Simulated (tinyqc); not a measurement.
Order-disorder in a binary alloy on two sublattices: Bragg-Williams and pair (quasi-chemical) approximations: one step, computed by the program tinyqc. Command: `OMP_NUM_THREADS=1 python tinyqc.py 3009927 3009928 out.jsonl order walk`. One thread of a shared host (Intel(R) Xeon(R) Processor @ 2.30GHz), about 0.01 s of CPU time with the checks.

All z = 4 neighbours of a site lie on the other sublattice. B fills the sublattices with x + eta/2 and x - eta/2; energies are per site, from the pure components: u = -z w y with y the probability of an A-B bond taken in one order.

Question. Energy, entropy and site fractions. a = x + eta/2, b = x - eta/2; u = -z w [x (1 - x) + eta^2/4]; s/k_B = [s2(a) + s2(b)]/2, s2(c) = -c ln c - (1 - c) ln(1 - c); gain on ordering = f(eta) - f(0), f = u - T s. Superlattice over fundamental intensity = [eta (f_B - f_A)/2]^2/[(1 - x) f_A + x f_B]^2.

Inputs (values chosen for the exercise, for a model alloy): ordering energy w = (e_AA + e_BB)/2 - e_AB = 17.6 meV; fraction x of B = 0.5; temperature T = 224 K.

Lattice: square (z = 4).

scattering factors f_A, f_B (electrons): 13  49

order parameter eta = 0.9363368

Constants: k_B = 8.617333262e-05 eV/K.

Give: B fraction on its own sublattice; B fraction on the A sublattice; energy u; entropy s; gain on ordering; intensity ratio.

Answer.

B fraction on its own sublattice = 0.9682

B fraction on the A sublattice = 0.03183

energy u = -33.03 meV/site

entropy s = 0.1411 k_B/site

gain on ordering = -4.773 meV/site

intensity ratio = 0.2956

The antisite fraction is 0.0318; the dilute estimate exp(-z w/(k_B T)) gives 0.0261.
